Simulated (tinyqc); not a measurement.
Scattering rates of a carrier in a spherical band by Fermi's golden rule: one step, computed by the program tinyqc.

All processes here are isotropic or elastic, and the rate listed is the momentum relaxation rate.

Question. The band at energy E. Kane band: hbar^2 k^2/(2 m) = E (1 + alpha E), speed v = hbar k/(m (1 + 2 alpha E)), states per spin, volume and energy g(E) = m k (1 + 2 alpha E)/(2 pi^2 hbar^2); overlap factors are set to 1. Masses are multiplied by m_0 and all formulas are in SI units.

Inputs (values chosen for the exercise, modelled on holes in germanium): density-of-states mass of one valley m = 0.297 m_0; non-parabolicity alpha = 0.28 1/eV; carrier energy E = 340 meV.

Crystal: non-polar. Band: Kane. Impurity formula: Conwell-Weisskopf. Further scattering: neutral impurities.

Constants: m_0 = 9.1093837015e-31 kg; e = 1.602176634e-19 C; hbar = 1.054571817e-34 J s.

Give: wave number k; speed v; g(E).

Answer.

wave number k = 1.704 1/nm

speed v = 5.579e+05 m/s

g(E) = 4.005e+20 1/(eV cm^3)

Non-parabolicity raises g(E) by a factor 1.246 and changes the speed by a factor 0.879 against a parabolic band at the same E.
